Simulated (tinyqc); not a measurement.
What moves the results: averaged masses of warped heavy- and light-hole bands. A value that a table varies takes the place of the one given here.

Four-band hole energies E = c k^2 f(u), c = hbar^2/2m0, f = g1 -/+ 2 sqrt(g2^2 + 3 (g3^2 - g2^2) s), s = ux^2 uy^2 + uy^2 uz^2 + uz^2 ux^2 for the unit vector u; minus for heavy, plus for light holes; the mass along u is 1/f.

Grid: n x n midpoints in cos(theta) from 0 to 1 and phi from 0 to pi/2, equal weights. m_d = <f^(-3/2)>^(2/3). Conductivity mass for one scattering time: 1/m_c = <|w|^2 f^(-5/2)>/<f^(-3/2)> with w = grad_k(k^2 f)/(2 k), that is |w|^2 = f^2 + |angular gradient of f|^2/4.

Values chosen for the exercise (out of a larger set: near those of GaAs; not measured data): g1 = 6.97 (Luttinger gamma1); g2 = 2.06 (gamma2); g3 = 2.92 (gamma3).

## Ways to average over directions

Heavy and light m_d on grids of growing n, against n = 160; also the three-direction rule <F> = (10 F[100] + 16 F[110] + 9 F[111])/35 and the spherical masses 1/(g1 (1 -/+ mu)), mu = (6 g3 + 4 g2)/(5 g1).

Masses (m0):
```
method             heavy   light  error heavy (%)  error light (%)
grid n = 1        0.8673  0.0782            42.81            -4.98
grid n = 2        0.6187  0.0815             1.88            -0.99
grid n = 3        0.6141  0.0819             1.12            -0.46
grid n = 5        0.6093  0.0821             0.32            -0.19
grid n = 10       0.6078  0.0823             0.08            -0.05
grid n = 160      0.6073  0.0823             0.00             0.00
three directions  0.6467  0.0827             6.49             0.46
spherical         0.5501  0.0825            -9.43             0.24
[100] alone       0.3509  0.0902           -42.22             9.56
```

What does this show, and why?

The heavy mass is within 1 % from grid n = 5 on. Three directions err by +6.49 %, the spherical form by -9.43 % and [100] alone by -42.2 %; for light holes the same three err by +0.46, +0.24 and +9.6 %. The power -3/2 weights the heavy directions near [111], which a mean of f misses.

## Cyclotron masses against the field direction

For the central orbit m_cyc is the mean of 1/f(u) over the directions u normal to B (360 points on the circle). B lies in the (1-10) plane at the angle from [001]; 54.7 degrees is [111], 90 is [110].

Masses (m0):
```
angle (degrees)   heavy   light
0.0              0.4875  0.0850
15.0             0.5173  0.0840
30.0             0.5931  0.0821
45.0             0.6540  0.0807
54.7             0.6627  0.0804
70.0             0.6559  0.0810
90.0             0.6507  0.0818
```

How do the results move?

The heavy mass is smallest at 0 and largest at 54.7 degrees of the angles listed, a spread of 36 %; the light mass varies by 5.7 %. The orbit normal to [001] has s between 0 and 1/4, the orbit normal to [111] has s = 1/4 all round, which gives 1/(g1 - sqrt(g2^2 + 3 g3^2)) = 0.6627. This is the classical limit; low Landau levels of holes depart from it.

## Several materials

The inputs are values chosen for the exercise; n = 40; delta = (g3 - g2)/g1.

Results:
```
case            g1    g2    g3  m_d heavy  m_c heavy  m_d light  delta
A near GaAs   6.93  2.05  2.93      0.628      0.483     0.0825  0.127
B near Si     4.28  0.34  1.45      0.522      0.415     0.1551  0.259
C near InP    5.05  1.59  2.11      0.865      0.714     0.1128  0.103
D near InAs  19.86  8.51  9.17      0.507      0.450     0.0265  0.033
E near Ge    13.48  4.21  5.67      0.329      0.266     0.0422  0.108
F near GaP    4.05  0.49  1.25      0.506      0.444     0.1662  0.188
```

What can be read from the table?

Heavy masses span a factor of 2.6 and light ones 6.3: the coupling to the conduction band adds to g1, 2 g2 and 2 g3 alike, so it cancels for heavy holes and doubles for light ones. The ratio m_c/m_d of the heavy holes is lowest for A (0.77); delta is largest for B; the heavy band feels the warping rather through (g3 - g2)/(g1 - 2 g3), which runs from 0.43 to 0.82 here and is 0.82 for the case with the lowest ratio.

## What each parameter does

n = 40. Each row changes one parameter from the base and keeps the others.

Results:
```
case        m_d heavy (m0)  m_c heavy (m0)  m_d light (m0)  m_c light (m0)
base                0.6073          0.4771          0.0823          0.0818
g1 = 7.179          0.5355          0.4397          0.0809          0.0804
g2 = 1.998          0.5972          0.4602          0.0826          0.0820
g3 = 3.008          0.6678          0.4836          0.0816          0.0809
```

What does this show?

The largest shifts from the base row, up to three for each result and ties (the steps differ in size, so this ranks the rows, not the parameters). m_d heavy (m0): g1 -0.0719, g3 +0.0604, g2 -0.0101. m_c heavy (m0): g1 -0.0374, g2 -0.0169, g3 +0.0065. m_d light (m0): g1 -0.0014, g3 -0.0007, g2 +0.0003. m_c light (m0): g1 -0.0014, g3 -0.0008, g2 +0.0002.

tinyqc: `OMP_NUM_THREADS=1 python tinyqc.py 1050538 1050539 out.jsonl`; about 0.03 s, one thread, shared Intel(R) Xeon(R) Processor @ 2.30GHz.
